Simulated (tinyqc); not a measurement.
One level coupled to a phonon between two leads, self-consistent Born approximation: one step of the calculation.

Wide-band leads with mu_L = +V/2 and mu_R = -V/2; phonons in equilibrium, Nq = 1/(exp(w0/kB T) - 1). Scattering links only energies that differ by w0, so a ladder E_k = E1 + k w0 closes on itself; terms that reach past its ends are dropped. Gn and Gp are the electron and hole parts of the spectral function A = Gn + Gp.

Task. The ladder and the first Green functions. |G|^2 = 1/[(E - ed)^2 + (GL + GR + Sin + Sout)^2/4], Gn = |G|^2 (GL fL + GR fR + Sin), Gp = |G|^2 (GL (1 - fL) + GR (1 - fR) + Sout), f = 1/(1 + exp((E - mu)/kB T)). On a single ladder the real part of the phonon self-energy, which needs all energies, is left out. At the start Sin = Sout = 0.

Parameters, values chosen for the exercise: temperature of leads and phonons T = 300 K; phonon energy w0 = 36 meV; level ed = -24 meV; coupling to the left lead GL = 23 meV; coupling to the right lead GR = 24 meV; bias V = 139 mV; rungs of the ladder shown nr = 6; lowest rung E1 = -103 meV.

Constants: q = 1.602176634e-19 C, kB = 1.380649e-23 J/K, Vt = kB T/q. Results are converted to the units shown.

Give: E; fL; fR; Gn; Gp; Nq.

Result.

```
rung  E (meV)       fL         fR  Gn (1/meV)  Gp (1/meV)
0        -103  0.99874    0.78513   0.0061552   7.6338e-4
1         -67  0.99493    0.47584    0.014286   0.0052874
2         -31  0.97992    0.18403    0.044831    0.033339
3           5  0.92379   0.053061    0.016164    0.017570
4          41  0.75071   0.013730   0.0036833   0.0061550
5          77  0.42798  0.0034467   9.2309e-4   0.0034477
```

Nq = 0.33057

Range of the model: The self-consistent Born approximation keeps only non-crossing phonon lines and no Hartree shift; it is rough once the coupling nears the phonon energy.

Computed by the program tinyqc: `OMP_NUM_THREADS=1 python tinyqc.py 2720110 2720111 out.jsonl`, one thread of a shared Intel Xeon 2.30GHz, about 0.2 s for the whole run.
